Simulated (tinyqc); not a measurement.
Resistance of a source-drain extension with a graded tip: one step of the calculation.

y runs along the channel, the gate covers y > 0. The doping is N0 for y < y0 and N0 10^(-(y - y0)/la) beyond, uniform over the depth xj. Sheet conductance s(y) = q mu(N) max(N - Nch, 0) xj + (for y > 0) ma Cox Vo, with mu(N) = u0 + (u1 - u0)/(1 + (N/Nr)^au) and Cox = eps0 eox/tox. Current is taken as one-dimensional; depletion of the tip, spreading and the contact are left out. The metallurgical junction lies at yj, where N = Nch.

Problem. Resistance of the overlapped part. Midpoint rule on 11 equal steps from 0 to yj: R_ov = sum h/s(y), per width.

Parameters, values chosen for the exercise; mobility law close to that of holes in silicon: relative permittivity of the gate insulator (close to silicon dioxide) eox = 3.9; insulator thickness tox = 1.2 nm; active doping of the extension far from the gate N0 = 1.2e20 cm^-3; lateral abruptness la = 3 nm/decade; position under the gate where the fall begins (gate edge at 0) y0 = -0.3 nm; depth of the extension xj = 27 nm; channel doping Nch = 3.1e17 cm^-3; gate overdrive Vo = 0.48 V; mobility of the gate-induced layer ma = 52 cm^2/(V s); mobility at low doping u1 = 470.5 cm^2/(V s); mobility at high doping u0 = 44.9 cm^2/(V s); reference doping Nr = 2.23e17 cm^-3; exponent au = 0.719.

Constants: q = 1.602176634e-19 C, eps0 = 8.8541878128e-14 F/cm where lengths are in cm. Results are converted to the units shown.

Wanted: y; N; doped conductance; sheet resistance; R_ov.

Solution.

| point | y (nm) | N (cm^-3) | doped conductance (uS) | sheet resistance (ohm/square) |
|---|---|---|---|---|
| 0 | 0.3392 | 7.347e19 | 1626 | 588.9 |
| 1 | 1.018 | 4.364e19 | 1017 | 918.2 |
| 2 | 1.696 | 2.593e19 | 647.1 | 1391 |
| 3 | 2.375 | 1.540e19 | 419.4 | 2036 |
| 4 | 3.053 | 9.150e18 | 277.1 | 2866 |
| 5 | 3.732 | 5.436e18 | 185.9 | 3881 |
| 6 | 4.410 | 3.229e18 | 125.3 | 5072 |
| 7 | 5.089 | 1.918e18 | 83.20 | 6451 |
| 8 | 5.767 | 1.140e18 | 52.21 | 8062 |
| 9 | 6.446 | 6.770e17 | 28.10 | 1.001e4 |
| 10 | 7.124 | 4.022e17 | 8.505 | 1.245e4 |

R_ov = 36.45 ohm um

Computed by the program tinyqc: `OMP_NUM_THREADS=1 python tinyqc.py 2282146 2282147 out.jsonl`, one thread of a shared Intel Xeon 2.30GHz, about 0.03 s for the whole run.
